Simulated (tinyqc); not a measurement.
UKS/LDA (VWN5) in the sto-3g basis, for BeH, spin multiplicity 2, step by step. Computed by tinyqc, a small Python program that keeps every step (integrals from PySCF). Settings: charge = 0, multiplicity = 2, basis = sto-3g, energy threshold = 1e-09, iteration cap = 71, orthogonalisation = symmetric, start = core, DIIS depth = 0, method = UKS, functional = lda,vwn, grid = [15, 86]. Command: `OMP_NUM_THREADS=1 python tinyqc.py 29615 29616 out.jsonl` (the two numbers bound the seeds that draw the settings). One thread of a shared host (Intel(R) Xeon(R) Processor @ 2.60GHz), about 1 s of CPU time with the checks.

Geometry (angstrom):
```
atom,x,y,z
Be,0.000000,0.000000,0.000000
H,0.000000,0.000000,2.292000
```

Stop when the energy changes by less than 1e-09 hartree and every element of the error matrix X^T (F D S - S D F) X (for each spin) is below 9e-06.

Course of the cycle:
```
iteration,E (hartree),change,largest element of the error matrix
1,-14.25513536,-,1.36e-01
2,-14.40273294,-1.48e-01,1.76e-01
3,-14.16552975,2.37e-01,1.19e-01
4,-14.27346379,-1.08e-01,1.40e-01
5,-14.07624051,1.97e-01,1.53e-01
6,-14.24970830,-1.73e-01,1.40e-01
7,-14.07819901,1.72e-01,1.54e-01
8,-14.24965504,-1.71e-01,1.40e-01
9,-14.07820627,1.71e-01,1.54e-01
10,-14.24965423,-1.71e-01,1.40e-01
11,-14.07820636,1.71e-01,1.54e-01
12,-14.24965440,-1.71e-01,1.40e-01
13,-14.07820634,1.71e-01,1.54e-01
14,-14.24965439,-1.71e-01,1.40e-01
...,...,...,...
58,-14.24965408,-1.71e-01,1.40e-01
59,-14.07820639,1.71e-01,1.54e-01
60,-14.24965440,-1.71e-01,1.40e-01
61,-14.07820630,1.71e-01,1.54e-01
62,-14.24965412,-1.71e-01,1.40e-01
63,-14.07820633,1.71e-01,1.54e-01
64,-14.24965392,-1.71e-01,1.40e-01
65,-14.07820641,1.71e-01,1.54e-01
66,-14.24965432,-1.71e-01,1.40e-01
67,-14.07820626,1.71e-01,1.54e-01
68,-14.24965343,-1.71e-01,1.40e-01
69,-14.07820644,1.71e-01,1.54e-01
70,-14.24965360,-1.71e-01,1.40e-01
71,-14.07820645,1.71e-01,1.54e-01
```

Can the last value be used, and what does the course show?

Not by the stop rule. Not converged within the cap of 71 iterations: the residual has stopped falling: the iteration swings between two states. Reruns (cap 100 unless said): DIIS 8: converged in 12; damping 0.5: converged in 34; level shift 0.5: converged in 58; atomic densities as start, DIIS 8: converged in 9; the original settings with a cap of 400: not converged. PySCF UKS in the same basis, fine grid, after a stability check = -14.69652149 hartree, which differs from a converged run on this coarse grid by the grid error.
